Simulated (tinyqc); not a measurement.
RHF in the 6-31g basis, for H4, spin multiplicity 1, step by step (part 1 of 2). Computed by tinyqc, a small Python program that keeps every step (integrals from PySCF). Settings: charge = 0, multiplicity = 1, basis = 6-31g, energy threshold = 1e-10, iteration cap = 52, orthogonalisation = canonical, start = atomic densities, DIIS depth = 0, damping = 0.7, method = RHF. Command: `OMP_NUM_THREADS=1 python tinyqc.py 31981 31982 out.jsonl` (the two numbers bound the seeds that draw the settings). One thread of a shared host (Intel(R) Xeon(R) Processor @ 2.60GHz), about 0.07 s of CPU time with the checks. Later iterations appear only in the table of the cycle.

## One-electron integrals

Geometry (angstrom):
```
atom         x         y         z
H     0.000000  0.000000  0.000000
H     0.000000  0.000000  0.778000
H     0.000000  1.720000  0.000000
H     0.000000  1.720000  0.778000
```

Basis 6-31g: exponents (1/bohr^2) and contraction coefficients of normalised primitives:
```
element  l (shell)   exponent  coefficient
H            s (1)  18.731137     0.033495
H            s (1)   2.825394     0.234727
H            s (1)   0.640122     0.813757
H            s (2)   0.161278     1.000000
```

Overlap, kinetic and nuclear-attraction integrals over the contracted functions; the nuclear repulsion is the sum of Za Zb / Rab.

nuclear repulsion = 2.53631178 hartree

overlap S:
```
          1H 1s     1H 2s     2H 1s     2H 2s     3H 1s     3H 2s     4H 1s     4H 2s
1H 1s  1.000000  0.658292  0.421786  0.495467  0.023586  0.164549  0.011618  0.123993
1H 2s  0.658292  1.000000  0.495467  0.840043  0.164549  0.426595  0.123993  0.358358
2H 1s  0.421786  0.495467  1.000000  0.658292  0.011618  0.123993  0.023586  0.164549
2H 2s  0.495467  0.840043  0.658292  1.000000  0.123993  0.358358  0.164549  0.426595
3H 1s  0.023586  0.164549  0.011618  0.123993  1.000000  0.658292  0.421786  0.495467
3H 2s  0.164549  0.426595  0.123993  0.358358  0.658292  1.000000  0.495467  0.840043
4H 1s  0.011618  0.123993  0.023586  0.164549  0.421786  0.495467  1.000000  0.658292
4H 2s  0.123993  0.358358  0.164549  0.426595  0.495467  0.840043  0.658292  1.000000
```

kinetic energy T (hartree):
```
           1H 1s      1H 2s      2H 1s      2H 2s      3H 1s      3H 2s      4H 1s      4H 2s
1H 1s   1.395678   0.259735   0.192733   0.158210  -0.031634   0.004852  -0.020433  -0.005512
1H 2s   0.259735   0.241917   0.158210   0.179606   0.004852   0.044588  -0.005512   0.027382
2H 1s   0.192733   0.158210   1.395678   0.259735  -0.020433  -0.005512  -0.031634   0.004852
2H 2s   0.158210   0.179606   0.259735   0.241917  -0.005512   0.027382   0.004852   0.044588
3H 1s  -0.031634   0.004852  -0.020433  -0.005512   1.395678   0.259735   0.192733   0.158210
3H 2s   0.004852   0.044588  -0.005512   0.027382   0.259735   0.241917   0.158210   0.179606
4H 1s  -0.020433  -0.005512  -0.031634   0.004852   0.192733   0.158210   1.395678   0.259735
4H 2s  -0.005512   0.027382   0.004852   0.044588   0.158210   0.179606   0.259735   0.241917
```

nuclear attraction V (hartree):
```
           1H 1s      1H 2s      2H 1s      2H 2s      3H 1s      3H 2s      4H 1s      4H 2s
1H 1s  -2.912969  -1.552185  -1.196971  -1.203154  -0.051053  -0.381131  -0.026171  -0.295625
1H 2s  -1.552185  -1.743407  -1.203154  -1.517684  -0.381131  -0.783106  -0.295625  -0.681513
2H 1s  -1.196971  -1.203154  -2.912969  -1.552185  -0.026171  -0.295625  -0.051053  -0.381131
2H 2s  -1.203154  -1.517684  -1.552185  -1.743407  -0.295625  -0.681513  -0.381131  -0.783106
3H 1s  -0.051053  -0.381131  -0.026171  -0.295625  -2.912969  -1.552185  -1.196971  -1.203154
3H 2s  -0.381131  -0.783106  -0.295625  -0.681513  -1.552185  -1.743407  -1.203154  -1.517684
4H 1s  -0.026171  -0.295625  -0.051053  -0.381131  -1.196971  -1.203154  -2.912969  -1.552185
4H 2s  -0.295625  -0.681513  -0.381131  -0.783106  -1.203154  -1.517684  -1.552185  -1.743407
```

core Hamiltonian H = T + V (hartree):
```
           1H 1s      1H 2s      2H 1s      2H 2s      3H 1s      3H 2s      4H 1s      4H 2s
1H 1s  -1.517291  -1.292450  -1.004238  -1.044944  -0.082687  -0.376279  -0.046604  -0.301137
1H 2s  -1.292450  -1.501491  -1.044944  -1.338078  -0.376279  -0.738518  -0.301137  -0.654131
2H 1s  -1.004238  -1.044944  -1.517291  -1.292450  -0.046604  -0.301137  -0.082687  -0.376279
2H 2s  -1.044944  -1.338078  -1.292450  -1.501491  -0.301137  -0.654131  -0.376279  -0.738518
3H 1s  -0.082687  -0.376279  -0.046604  -0.301137  -1.517291  -1.292450  -1.004238  -1.044944
3H 2s  -0.376279  -0.738518  -0.301137  -0.654131  -1.292450  -1.501491  -1.044944  -1.338078
4H 1s  -0.046604  -0.301137  -0.082687  -0.376279  -1.004238  -1.044944  -1.517291  -1.292450
4H 2s  -0.301137  -0.654131  -0.376279  -0.738518  -1.044944  -1.338078  -1.292450  -1.501491
```

## Two-electron integrals

Functions are numbered as in S; the eight-fold symmetry (ij|kl) = (ji|kl) = (kl|ij) leaves the list below.

Two-electron integrals (ij|kl) in chemists' order, unique and non-zero (hartree):
```
(11|11) 1.076566   (21|11) 0.578470   (21|21) 0.329423   (22|11) 0.587396
(22|21) 0.361304   (22|22) 0.453150   (31|11) 0.372874   (31|21) 0.212824
(31|22) 0.233161   (31|31) 0.170894   (32|11) 0.330038   (32|21) 0.200750
(32|22) 0.243484   (32|31) 0.168456   (32|32) 0.185626   (33|11) 0.638593
(33|21) 0.395970   (33|22) 0.490102   (33|31) 0.372874   (33|32) 0.428327
(33|33) 1.076566   (41|11) 0.428327   (41|21) 0.244844   (41|22) 0.270148
(41|31) 0.168456   (41|32) 0.162278   (41|33) 0.330038   (41|41) 0.185626
(42|11) 0.470295   (42|21) 0.291003   (42|22) 0.369891   (42|31) 0.205084
(42|32) 0.224252   (42|33) 0.470295   (42|41) 0.224252   (42|42) 0.319776
(43|11) 0.395970   (43|21) 0.245305   (43|22) 0.307945   (43|31) 0.212824
(43|32) 0.244844   (43|33) 0.578470   (43|41) 0.200750   (43|42) 0.291003
(43|43) 0.329423   (44|11) 0.490102   (44|21) 0.307945   (44|22) 0.405573
(44|31) 0.233161   (44|32) 0.270148   (44|33) 0.587396   (44|41) 0.243484
(44|42) 0.369891   (44|43) 0.361304   (44|44) 0.453150   (51|11) 0.013916
(51|21) 0.008673   (51|22) 0.010993   (51|31) 0.005385   (51|32) 0.005558
(51|33) 0.010683   (51|41) 0.006465   (51|42) 0.008890   (51|43) 0.006908
(51|44) 0.009521   (51|51) 0.000498   (52|11) 0.062056   (52|21) 0.040442
(52|22) 0.057884   (52|31) 0.025175   (52|32) 0.027915   (52|33) 0.054419
(52|41) 0.030285   (52|42) 0.047353   (52|43) 0.035672   (52|44) 0.052331
(52|51) 0.002652   (52|52) 0.020119   (53|11) 0.006297   (53|21) 0.003988
(53|22) 0.005205   (53|31) 0.002834   (53|32) 0.003123   (53|33) 0.006350
(53|41) 0.003111   (53|42) 0.004545   (53|43) 0.004008   (53|44) 0.005213
(53|51) 0.000220   (53|52) 0.001210   (53|53) 0.000121   (54|11) 0.046527
(54|21) 0.030331   (54|22) 0.043459   (54|31) 0.019390   (54|32) 0.021778
(54|33) 0.042795   (54|41) 0.022937   (54|42) 0.036277   (54|43) 0.028008
(54|44) 0.040780   (54|51) 0.001975   (54|52) 0.014977   (54|53) 0.000954
(54|54) 0.011381   (55|11) 0.307628   (55|21) 0.202371   (55|22) 0.302402
(55|31) 0.126336   (55|32) 0.142962   (55|33) 0.280312   (55|41) 0.151756
(55|42) 0.248426   (55|43) 0.184486   (55|44) 0.277822   (55|51) 0.013916
(55|52) 0.133649   (55|53) 0.006350   (55|54) 0.099139   (55|55) 1.076566
(61|11) 0.133649   (61|21) 0.077482   (61|22) 0.087444   (61|31) 0.049735
(61|32) 0.047809   (61|33) 0.093940   (61|41) 0.057631   (61|42) 0.070515
(61|43) 0.058655   (61|44) 0.074872   (61|51) 0.002652   (61|52) 0.012491
(61|53) 0.001205   (61|54) 0.009351   (61|55) 0.062056   (61|61) 0.020119
(62|11) 0.201609   (62|21) 0.127168   (62|22) 0.169043   (62|31) 0.081075
(62|32) 0.087257   (62|33) 0.173785   (62|41) 0.095192   (62|42) 0.138417
(62|43) 0.111184   (62|44) 0.153145   (62|51) 0.005755   (62|52) 0.035408
(62|53) 0.002708   (62|54) 0.026527   (62|55) 0.201609   (62|61) 0.035408
(62|62) 0.082466   (63|11) 0.077972   (63|21) 0.047904   (63|22) 0.059234
(63|31) 0.039318   (63|32) 0.043733   (63|33) 0.099139   (63|41) 0.038585
(63|42) 0.054387   (63|43) 0.057676   (63|44) 0.065459   (63|51) 0.001649
(63|52) 0.008404   (63|53) 0.000954   (63|54) 0.006628   (63|55) 0.042795
(63|61) 0.012424   (63|62) 0.024145   (63|63) 0.011381   (64|11) 0.162814
(64|21) 0.103111   (64|22) 0.138417   (64|31) 0.070746   (64|32) 0.079186
(64|33) 0.162814   (64|41) 0.079186   (64|42) 0.119289   (64|43) 0.103111
(64|44) 0.138417   (64|51) 0.004618   (64|52) 0.028610   (64|53) 0.002381
(64|54) 0.022065   (64|55) 0.162814   (64|61) 0.028610   (64|62) 0.067314
(64|63) 0.022065   (64|64) 0.058194   (65|11) 0.202371   (65|21) 0.132938
(65|22) 0.197292   (65|31) 0.083116   (65|32) 0.093997   (65|33) 0.184486
(65|41) 0.099695   (65|42) 0.162233   (65|43) 0.121340   (65|44) 0.181852
(65|51) 0.008673   (65|52) 0.077482   (65|53) 0.004008   (65|54) 0.057676
(65|55) 0.578470   (65|61) 0.040442   (65|62) 0.127168   (65|63) 0.028008
(65|64) 0.103111   (65|65) 0.329423   (66|11) 0.302402   (66|21) 0.197292
(66|22) 0.287696   (66|31) 0.124413   (66|32) 0.140470   (66|33) 0.277822
(66|41) 0.148019   (66|42) 0.237358   (66|43) 0.181852   (66|44) 0.268332
(66|51) 0.010993   (66|52) 0.087444   (66|53) 0.005213   (66|54) 0.065459
(66|55) 0.587396   (66|61) 0.057884   (66|62) 0.169043   (66|63) 0.040780
(66|64) 0.138417   (66|65) 0.361304   (66|66) 0.453150   (71|11) 0.006350
(71|21) 0.004008   (71|22) 0.005213   (71|31) 0.002834   (71|32) 0.003111
(71|33) 0.006297   (71|41) 0.003123   (71|42) 0.004545   (71|43) 0.003988
(71|44) 0.005205   (71|51) 0.000220   (71|52) 0.001205   (71|53) 0.000121
(71|54) 0.000951   (71|55) 0.006297   (71|61) 0.001210   (71|62) 0.002708
(71|63) 0.000951   (71|64) 0.002381   (71|65) 0.003988   (71|66) 0.005205
(71|71) 0.000121   (72|11) 0.042795   (72|21) 0.028008   (72|22) 0.040780
(72|31) 0.019390   (72|32) 0.022937   (72|33) 0.046527   (72|41) 0.021778
(72|42) 0.036277   (72|43) 0.030331   (72|44) 0.043459   (72|51) 0.001649
(72|52) 0.012424   (72|53) 0.000951   (72|54) 0.010053   (72|55) 0.077972
(72|61) 0.008404   (72|62) 0.024145   (72|63) 0.007097   (72|64) 0.022065
(72|65) 0.047904   (72|66) 0.059234   (72|71) 0.000954   (72|72) 0.011381
(73|11) 0.010683   (73|21) 0.006908   (73|22) 0.009521   (73|31) 0.005385
(73|32) 0.006465   (73|33) 0.013916   (73|41) 0.005558   (73|42) 0.008890
(73|43) 0.008673   (73|44) 0.010993   (73|51) 0.000339   (73|52) 0.002010
(73|53) 0.000220   (73|54) 0.001649   (73|55) 0.010683   (73|61) 0.002010
(73|62) 0.004842   (73|63) 0.001975   (73|64) 0.004618   (73|65) 0.006908
(73|66) 0.009521   (73|71) 0.000220   (73|72) 0.001975   (73|73) 0.000498
(74|11) 0.054419   (74|21) 0.035672   (74|22) 0.052331   (74|31) 0.025175
(74|32) 0.030285   (74|33) 0.062056   (74|41) 0.027915   (74|42) 0.047353
(74|43) 0.040442   (74|44) 0.057884   (74|51) 0.002010   (74|52) 0.015161
(74|53) 0.001205   (74|54) 0.012424   (74|55) 0.093940   (74|61) 0.010566
(74|62) 0.030546   (74|63) 0.009351   (74|64) 0.028610   (74|65) 0.058655
(74|66) 0.074872   (74|71) 0.001210   (74|72) 0.014977   (74|73) 0.002652
(74|74) 0.020119   (75|11) 0.126336   (75|21) 0.083116   (75|22) 0.124413
(75|31) 0.054491   (75|32) 0.063462   (75|33) 0.126336   (75|41) 0.063462
(75|42) 0.106825   (75|43) 0.083116   (75|44) 0.124413   (75|51) 0.005385
(75|52) 0.049735   (75|53) 0.002834   (75|54) 0.039318   (75|55) 0.372874
(75|61) 0.025175   (75|62) 0.081075   (75|63) 0.019390   (75|64) 0.070746
(75|65) 0.212824   (75|66) 0.233161   (75|71) 0.002834   (75|72) 0.039318
(75|73) 0.005385   (75|74) 0.049735   (75|75) 0.170894   (76|11) 0.142962
(76|21) 0.093997   (76|22) 0.140470   (76|31) 0.063462   (76|32) 0.075273
(76|33) 0.151756   (76|41) 0.072467   (76|42) 0.123639   (76|43) 0.099695
(76|44) 0.148019   (76|51) 0.005558   (76|52) 0.047809   (76|53) 0.003111
(76|54) 0.038585   (76|55) 0.330038   (76|61) 0.027915   (76|62) 0.087257
(76|63) 0.022937   (76|64) 0.079186   (76|65) 0.200750   (76|66) 0.243484
(76|71) 0.003123   (76|72) 0.043733   (76|73) 0.006465   (76|74) 0.057631
(76|75) 0.168456   (76|76) 0.185626   (77|11) 0.280312   (77|21) 0.184486
(77|22) 0.277822   (77|31) 0.126336   (77|32) 0.151756   (77|33) 0.307628
(77|41) 0.142962   (77|42) 0.248426   (77|43) 0.202371   (77|44) 0.302402
(77|51) 0.010683   (77|52) 0.093940   (77|53) 0.006297   (77|54) 0.077972
(77|55) 0.638593   (77|61) 0.054419   (77|62) 0.173785   (77|63) 0.046527
(77|64) 0.162814   (77|65) 0.395970   (77|66) 0.490102   (77|71) 0.006350
(77|72) 0.099139   (77|73) 0.013916   (77|74) 0.133649   (77|75) 0.372874
(77|76) 0.428327   (77|77) 1.076566   (81|11) 0.099139   (81|21) 0.057676
(81|22) 0.065459   (81|31) 0.039318   (81|32) 0.038585   (81|33) 0.077972
(81|41) 0.043733   (81|42) 0.054387   (81|43) 0.047904   (81|44) 0.059234
(81|51) 0.001975   (81|52) 0.009351   (81|53) 0.000951   (81|54) 0.007097
(81|55) 0.046527   (81|61) 0.014977   (81|62) 0.026527   (81|63) 0.010053
(81|64) 0.022065   (81|65) 0.030331   (81|66) 0.043459   (81|71) 0.000954
(81|72) 0.006628   (81|73) 0.001649   (81|74) 0.008404   (81|75) 0.019390
(81|76) 0.021778   (81|77) 0.042795   (81|81) 0.011381   (82|11) 0.162814
(82|21) 0.103111   (82|22) 0.138417   (82|31) 0.070746   (82|32) 0.079186
(82|33) 0.162814   (82|41) 0.079186   (82|42) 0.119289   (82|43) 0.103111
(82|44) 0.138417   (82|51) 0.004618   (82|52) 0.028610   (82|53) 0.002381
(82|54) 0.022065   (82|55) 0.162814   (82|61) 0.028610   (82|62) 0.067314
(82|63) 0.022065   (82|64) 0.058194   (82|65) 0.103111   (82|66) 0.138417
(82|71) 0.002381   (82|72) 0.022065   (82|73) 0.004618   (82|74) 0.028610
(82|75) 0.070746   (82|76) 0.079186   (82|77) 0.162814   (82|81) 0.022065
(82|82) 0.058194   (83|11) 0.093940   (83|21) 0.058655   (83|22) 0.074872
(83|31) 0.049735   (83|32) 0.057631   (83|33) 0.133649   (83|41) 0.047809
(83|42) 0.070515   (83|43) 0.077482   (83|44) 0.087444   (83|51) 0.002010
(83|52) 0.010566   (83|53) 0.001210   (83|54) 0.008404   (83|55) 0.054419
(83|61) 0.015161   (83|62) 0.030546   (83|63) 0.014977   (83|64) 0.028610
(83|65) 0.035672   (83|66) 0.052331   (83|71) 0.001205   (83|72) 0.009351
(83|73) 0.002652   (83|74) 0.012491   (83|75) 0.025175   (83|76) 0.030285
(83|77) 0.062056   (83|81) 0.012424   (83|82) 0.028610   (83|83) 0.020119
(84|11) 0.173785   (84|21) 0.111184   (84|22) 0.153145   (84|31) 0.081075
(84|32) 0.095192   (84|33) 0.201609   (84|41) 0.087257   (84|42) 0.138417
(84|43) 0.127168   (84|44) 0.169043   (84|51) 0.004842   (84|52) 0.030546
(84|53) 0.002708   (84|54) 0.024145   (84|55) 0.173785   (84|61) 0.030546
(84|62) 0.073807   (84|63) 0.026527   (84|64) 0.067314   (84|65) 0.111184
(84|66) 0.153145   (84|71) 0.002708   (84|72) 0.026527   (84|73) 0.005755
(84|74) 0.035408   (84|75) 0.081075   (84|76) 0.095192   (84|77) 0.201609
(84|81) 0.024145   (84|82) 0.067314   (84|83) 0.035408   (84|84) 0.082466
(85|11) 0.151756   (85|21) 0.099695   (85|22) 0.148019   (85|31) 0.063462
(85|32) 0.072467   (85|33) 0.142962   (85|41) 0.075273   (85|42) 0.123639
(85|43) 0.093997   (85|44) 0.140470   (85|51) 0.006465   (85|52) 0.057631
(85|53) 0.003123   (85|54) 0.043733   (85|55) 0.428327   (85|61) 0.030285
(85|62) 0.095192   (85|63) 0.021778   (85|64) 0.079186   (85|65) 0.244844
(85|66) 0.270148   (85|71) 0.003111   (85|72) 0.038585   (85|73) 0.005558
(85|74) 0.047809   (85|75) 0.168456   (85|76) 0.162278   (85|77) 0.330038
(85|81) 0.022937   (85|82) 0.079186   (85|83) 0.027915   (85|84) 0.087257
(85|85) 0.185626   (86|11) 0.248426   (86|21) 0.162233   (86|22) 0.237358
(86|31) 0.106825   (86|32) 0.123639   (86|33) 0.248426   (86|41) 0.123639
(86|42) 0.203019   (86|43) 0.162233   (86|44) 0.237358   (86|51) 0.008890
(86|52) 0.070515   (86|53) 0.004545   (86|54) 0.054387   (86|55) 0.470295
(86|61) 0.047353   (86|62) 0.138417   (86|63) 0.036277   (86|64) 0.119289
(86|65) 0.291003   (86|66) 0.369891   (86|71) 0.004545   (86|72) 0.054387
(86|73) 0.008890   (86|74) 0.070515   (86|75) 0.205084   (86|76) 0.224252
(86|77) 0.470295   (86|81) 0.036277   (86|82) 0.119289   (86|83) 0.047353
(86|84) 0.138417   (86|85) 0.224252   (86|86) 0.319776   (87|11) 0.184486
(87|21) 0.121340   (87|22) 0.181852   (87|31) 0.083116   (87|32) 0.099695
(87|33) 0.202371   (87|41) 0.093997   (87|42) 0.162233   (87|43) 0.132938
(87|44) 0.197292   (87|51) 0.006908   (87|52) 0.058655   (87|53) 0.003988
(87|54) 0.047904   (87|55) 0.395970   (87|61) 0.035672   (87|62) 0.111184
(87|63) 0.030331   (87|64) 0.103111   (87|65) 0.245305   (87|66) 0.307945
(87|71) 0.004008   (87|72) 0.057676   (87|73) 0.008673   (87|74) 0.077482
(87|75) 0.212824   (87|76) 0.244844   (87|77) 0.578470   (87|81) 0.028008
(87|82) 0.103111   (87|83) 0.040442   (87|84) 0.127168   (87|85) 0.200750
(87|86) 0.291003   (87|87) 0.329423   (88|11) 0.277822   (88|21) 0.181852
(88|22) 0.268332   (88|31) 0.124413   (88|32) 0.148019   (88|33) 0.302402
(88|41) 0.140470   (88|42) 0.237358   (88|43) 0.197292   (88|44) 0.287696
(88|51) 0.009521   (88|52) 0.074872   (88|53) 0.005205   (88|54) 0.059234
(88|55) 0.490102   (88|61) 0.052331   (88|62) 0.153145   (88|63) 0.043459
(88|64) 0.138417   (88|65) 0.307945   (88|66) 0.405573   (88|71) 0.005213
(88|72) 0.065459   (88|73) 0.010993   (88|74) 0.087444   (88|75) 0.233161
(88|76) 0.270148   (88|77) 0.587396   (88|81) 0.040780   (88|82) 0.138417
(88|83) 0.057884   (88|84) 0.169043   (88|85) 0.243484   (88|86) 0.369891
(88|87) 0.361304   (88|88) 0.453150
```

## Orthogonalisation

S = U s U^T; canonical form X = U s^(-1/2), so that X^T S X = 1. Each column of U has its largest component positive (the first on a tie).

eigenvalues of S: 0.062068  0.136933  0.339886  0.484944  0.595898  0.681442  2.101786  3.597043

X:
```
               1          2          3          4          5          6          7         8
1H 1s  -0.473000  -0.553165  -0.546422   0.595401   0.629469   0.552613   0.265825  0.147338
1H 2s   1.950413   1.232770   0.661033  -0.401274   0.152654   0.247967   0.219736  0.218616
2H 1s   0.473000   0.553165  -0.546422   0.595401  -0.629469  -0.552613   0.265825  0.147338
2H 2s  -1.950413  -1.232770   0.661033  -0.401274  -0.152654  -0.247967   0.219736  0.218616
3H 1s   0.473000  -0.553165   0.546422   0.595401  -0.629469   0.552613  -0.265825  0.147338
3H 2s  -1.950413   1.232770  -0.661033  -0.401274  -0.152654   0.247967  -0.219736  0.218616
4H 1s  -0.473000   0.553165   0.546422   0.595401   0.629469  -0.552613  -0.265825  0.147338
4H 2s   1.950413  -1.232770  -0.661033  -0.401274   0.152654  -0.247967  -0.219736  0.218616
```

## Starting guess

The start is atomic minimal-basis densities projected into this basis (PySCF's MINAO start) and scaled to the electron count of each spin; this density is not idempotent, so its energy is not variational and may lie below the converged one.

D at the start:
```
           1H 1s     1H 2s      2H 1s     2H 2s      3H 1s     3H 2s      4H 1s     4H 2s
1H 1s   0.273466  0.295075  -0.005042  0.001782  -0.007783  0.001675  -0.006536  0.001528
1H 2s   0.295075  0.319264   0.001782  0.010392   0.001675  0.013181   0.001528  0.011488
2H 1s  -0.005042  0.001782   0.273466  0.295075  -0.006536  0.001528  -0.007783  0.001675
2H 2s   0.001782  0.010392   0.295075  0.319264   0.001528  0.011488   0.001675  0.013181
3H 1s  -0.007783  0.001675  -0.006536  0.001528   0.273466  0.295075  -0.005042  0.001782
3H 2s   0.001675  0.013181   0.001528  0.011488   0.295075  0.319264   0.001782  0.010392
4H 1s  -0.006536  0.001528  -0.007783  0.001675  -0.005042  0.001782   0.273466  0.295075
4H 2s   0.001528  0.011488   0.001675  0.013181   0.001782  0.010392   0.295075  0.319264
```
